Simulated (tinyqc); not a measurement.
What moves the results: Fermi-Dirac statistics of conduction electrons. A value that a table varies takes the place of the one given here.

Non-parabolic band E (1 + alpha E) = c k^2/m: n = Nc (2/sqrt(pi)) integral_0^infinity sqrt(x (1 + a x)) (1 + 2 a x) dx/(1 + exp(x - eta)) with a = alpha kT and eta = (EF - Ec)/kT; a = 0 gives n = Nc F_1/2(eta).

Constants: hbar^2/2m0 = 3.80998211 eV angstrom^2; kB = 8.617333262e-05 eV/K.

Inputs chosen for the exercise (near those of InP, lowest valleys alone; not measured data):

| symbol | value | unit | meaning |
|---|---|---|---|
| m | 0.081 | m0 | density-of-states mass of the conduction band |
| T | 400 | K |  |
| alpha | 0.64 | 1/eV | non-parabolicity |
| m1 | 0.081 | m0 | mass of one isotropic band with spin |
| L | 30 | angstrom | confinement length used to compare densities |
| n | 3.7e+17 | 1/cm^3 | electron density |

## Parabolic against non-parabolic filling

N = 2 (m kB T/(4 pi c))^(3/2) with c = hbar^2/2m0, in 1/angstrom^3; times 1e24 for 1/cm^3. k_F = (3 pi^2 n)^(1/3) and the energy E0 that solves E (1 + alpha E) = c k_F^2/m give the limit of zero temperature.

EF - Ec (meV):

| n (1/cm^3) | parabolic | non-parabolic | non-parabolic, 0 K |
|---|---|---|---|
| 9.0e+16 | -77.8 | -80.7 | 9.0 |
| 4.0e+17 | -22.2 | -25.6 | 24.1 |
| 1.0e+18 | 17.5 | 13.0 | 43.8 |
| 4.0e+18 | 103.5 | 92.9 | 106.2 |
| 1.0e+19 | 204.0 | 178.6 | 186.7 |
| 4.0e+19 | 524.7 | 411.4 | 415.9 |

Non-parabolicity lowers EF by 2.9 meV at the lowest density and by 113.3 meV at the highest, where alpha (EF - Ec) = 0.26. Temperature lowers EF below its 0 K value by 89.7 meV at the lowest density and by 4.5 meV at the highest. EF enters the band between 4e+17 and 1e+18 1/cm^3.

## Dimension (statistics of electrons in three, two and one dimensions)

One band edge at E = 0, lambda = sqrt(4 pi c/(m1 kT)) with c = hbar^2/2m0. Densities with spin: n3 = (2/lambda^3) F_1/2(eta), n2 = (2/lambda^2) F_0(eta) with F_0 = ln(1 + exp(eta)), n1 = (2/lambda) F_-1/2(eta). F_j(eta) = (1/Gamma(j + 1)) integral_0^infinity x^j dx/(1 + exp(x - eta)), which tends to exp(eta) for eta << 0.

The last two columns turn the sheet and line densities into volume densities, n2/L and n1/L^2, over n3.

Densities:

| eta | n3 (1/cm^3) | n2 (1/cm^2) | n1 (1/cm) | (n2/L)/n3 | (n1/L^2)/n3 |
|---|---|---|---|---|---|
| -4 | 1.62e+16 | 2.12e+10 | 2.76e+04 | 4.35 | 18.9 |
| -2 | 1.15e+17 | 1.48e+11 | 1.89e+05 | 4.28 | 18.2 |
| -1 | 2.92e+17 | 3.65e+11 | 4.49e+05 | 4.17 | 17.1 |
| 0 | 6.81e+17 | 8.08e+11 | 9.24e+05 | 3.95 | 15.1 |
| 1 | 1.40e+18 | 1.53e+12 | 1.57e+06 | 3.64 | 12.4 |
| 2 | 2.51e+18 | 2.48e+12 | 2.24e+06 | 3.29 | 9.88 |
| 4 | 5.80e+18 | 4.69e+12 | 3.34e+06 | 2.69 | 6.40 |
| 8 | 1.55e+19 | 9.33e+12 | 4.84e+06 | 2.01 | 3.48 |

lambda = 131.0 angstrom

Far below the edge all three follow exp(eta), and the ratios tend to lambda/L = 4.365 and its square. From eta = 4 to 8 the densities grow by 2.67, 1.99 and 1.45, near the powers 2^(3/2), 2 and 2^(1/2) that the densities of states E^(1/2), E^0 and E^(-1/2) give. One subband serves while EF stays several kT below the second, 44.9 kT up for hard walls; rows with a larger eta, if any, overfill it.

## What moves the Fermi level

N = 2 (m kB T/(4 pi c))^(3/2) with c = hbar^2/2m0, in 1/angstrom^3; times 1e24 for 1/cm^3. Each row changes one parameter from the base and keeps the others.

Results:

| case | parabolic EF - Ec (meV) | non-parabolic EF - Ec (meV) |
|---|---|---|
| base | -25.25 | -28.63 |
| m = 0.0891 m0 | -30.84 | -34.14 |
| T = 375 K | -20.06 | -23.10 |
| n = 7.4e+17 1/cm^3 | 3.62 | -0.39 |
| alpha = 0.96 1/eV | -25.25 | -30.24 |

The largest shifts from the base row, up to three for each result and ties (the steps differ in size, so this ranks the rows, not the parameters). parabolic EF - Ec (meV): n +28.87, m -5.60, T +5.18; unchanged at the printed digits by alpha. non-parabolic EF - Ec (meV): n +28.24, T +5.53, m -5.51.

tinyqc: `OMP_NUM_THREADS=1 python tinyqc.py 1681917 1681918 out.jsonl`; about 0.01 s, one thread, shared Intel(R) Xeon(R) Processor @ 2.30GHz.
